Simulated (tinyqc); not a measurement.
Stacked nanosheet transistor, parasitic resistance, capacitance and delay: one step of the calculation.

Ns sheets share one contact on top; each has perimeter p = 2 (Ws + ts) and cross-section A = Ws ts; contact width Wc = Ws + 10 nm, stack height Hs = Ns pv. Sheet 1 is the top one. Contact length Lc = CPP - Lg - 2 Lsp, shared by two neighbouring gates. Source and drain sides are equal. The formulas are first-order estimates, not field solutions.

Question. Sheet currents at Vgs = Vdd, Vds = Vdd/2. One sheet: I = p Q vx u/(1 + |u|^1.8)^(1/1.8), Q = Cinv n Vt ln(1 + exp((Vg' - VT + dl Vd')/(n Vt))), u = Vd' mu/(vx Lg), Vg' = Vgs - v, Vd' = Vds - 2 v, with the drop on each side v_j = Rc sum I + rv (sum over levels k = 2..j of the current of sheets k..Ns) + Rx I_j. I(new) = I + 0.5 (I(out) - I).

Inputs (values chosen for the exercise); values close to those of silicon logic devices:
- T = 300 K (temperature)
- Ws = 40 nm (sheet width)
- ts = 7 nm (sheet thickness)
- rv = 105 ohm (vertical resistance between sheet levels)
- Lg = 12 nm (gate length)
- Cinv = 2.7 uF/cm^2 (inversion capacitance)
- vx = 1.2e7 cm/s (injection velocity)
- mu = 240 cm^2/(V s) (apparent mobility)
- VT = 0.24 V (threshold at zero drain voltage)
- dl = 0.059 V/V (barrier lowering)
- n = 1.28 (subthreshold factor)
- Vdd = 0.6 V (supply voltage)

Constants: q = 1.602176634e-19 C, kB = 1.380649e-23 J/K, Vt = kB T/q. Results are converted to the units shown.

I at the start (uA): sheet 1 0, sheet 2 0, sheet 3 0, sheet 4 0
Rc = 196.09089 ohm
Rx = 95.714286 ohm

Give: drop v; I(out); I after iteration 1.

Answer.

drop v (mV): sheet 1 0, sheet 2 0, sheet 3 0, sheet 4 0
I(out) (uA): sheet 1 111.7, sheet 2 111.7, sheet 3 111.7, sheet 4 111.7
I after iteration 1 (uA): sheet 1 55.83, sheet 2 55.83, sheet 3 55.83, sheet 4 55.83

Computed by the program tinyqc: `OMP_NUM_THREADS=1 python tinyqc.py 2170012 2170013 out.jsonl`, one thread of a shared Intel Xeon 2.30GHz, about 0.07 s for the whole run.
